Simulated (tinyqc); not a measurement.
Slow cooling against a quench: self-consistent Fermi level with native defects, at growth and after a quench. Computed by tinyqc, a small Python program. Command: `OMP_NUM_THREADS=1 python tinyqc.py 3008725 3008726 out.jsonl scfermi walk`. One thread of a shared host (Intel(R) Xeon(R) Processor @ 2.30GHz), about 0.04 s of CPU time with the checks.

Energies are counted from the top of the valence band (VBM); when the gap shrinks with temperature the conduction band moves and the levels stay. D and A draw on one reservoir with opposite signs, as the two vacancies of a compound do.

Inputs (values chosen for the exercise, with bands modelled on InP):
```
quantity                                value   unit
gap E_g at 300 K                         1.33     eV
slope -dE_g/dT above 300 K            0.00033   eV/K
electron mass m_e                      0.0806    m_0
valleys M_c                                 1      -
hole mass m_h                           0.579    m_0
E_f of the neutral native donor D       2.587     eV
E_f of the neutral native acceptor A    3.044     eV
shift s of the chemical potential       -0.13     eV
site density N_s                      2.2e+22  cm^-3
growth temperature T_g                   1160      K
temperature of use T                      400      K
```

Added shallow dopant: none.

levels of D above the VBM, most positive state first (eV): 0.542  1.04  1.08

levels of A above the VBM, (0/-1) first (eV): 0.276  0.343  0.422

Constants: m_0 = 9.1093837015e-31 kg; k_B = 1.380649e-23 J/K; h = 6.62607015e-34 J s; k_B = 8.617333262e-05 eV/K.

Method:
- E_f(D, 0) = input + s and E_f(A, 0) = input - s; E_f(q, E_F = 0) follows from the levels, eps(q/q-1) = E_f(q - 1) - E_f(q) at E_F = 0.
- E_g(T) = E_g - slope x max(0, T - 300 K).
- N_c = 2 M_c (2 pi m_e k_B T/h^2)^(3/2) and N_v = 2 (2 pi m_h k_B T/h^2)^(3/2), masses in units of m_0.
- At growth T = T_g.
- n = N_c F_1/2((E_F - E_g)/k_B T), p = N_v F_1/2(-E_F/k_B T).
- F_1/2(eta) = (2/sqrt(pi)) int_0^infinity sqrt(x)/(1 + exp(x - eta)) dx, by the trapezoid rule in t = sqrt(x) with step 0.02 up to t = 12 (for eta < -12 by exp(eta) - exp(2 eta)/2^(3/2)).
- In equilibrium c_q = N_s exp(-(E_f(q, 0) + q E_F)/k_B T).
- Net charge = p - n + sum q c_q; the log ratio is ln(positive charge/negative charge).
- E_F is the root of the log ratio, by 50 bisections between -0.5 eV and E_g + 0.5 eV.
- After a quench the totals of D and A stay as grown, and each is shared among its charge states with weights exp(-(E_f(q, 0) + q E_F)/k_B T).
- Each E_F by bisection; full equilibrium lets the defects form and vanish at every T.

E_f(q, E_F = 0) (eV): D(+3) -0.205, D(+2) 0.337, D(+1) 1.377, D(0) 2.457, A(0) 3.174, A(-1) 3.450, A(-2) 3.793, A(-3) 4.215

total D = 1.39517e+15 cm^-3

total A = 6.82908e+12 cm^-3

Two histories (densities in cm^-3):
```
T (K)  E_F, equilibrium (eV)           n           p  all defects  E_F, frozen (eV)   n, frozen   p, frozen
1010                 0.67700  2.8799e+16  2.8587e+16   9.8825e+13            0.6812  3.0221e+16  2.7238e+16
860                  0.68226  5.3941e+15  5.3883e+15   2.7280e+12            0.7019  7.0323e+15  4.1323e+15
700                  0.68821  4.3720e+14  4.3718e+14   1.1083e+10            0.8009  2.8297e+15  6.7518e+13
550                  0.69384  1.2040e+13  1.2040e+13   3.6009e+06            0.9482  2.5743e+15  5.6275e+10
400                  0.69948  2.6182e+10  2.6182e+10   2.9849e+00            1.0690  1.1840e+15  5.7870e+05
```

What does the comparison show, and why?

At 400 K equilibrium would leave 2.98 defects per cm^3 against 1.40e15 frozen in, and E_F differs by +0.370 eV. The majority density of the quenched sample is 45000 times the equilibrium one. Real samples lie between, set by the temperature at which diffusion stops.
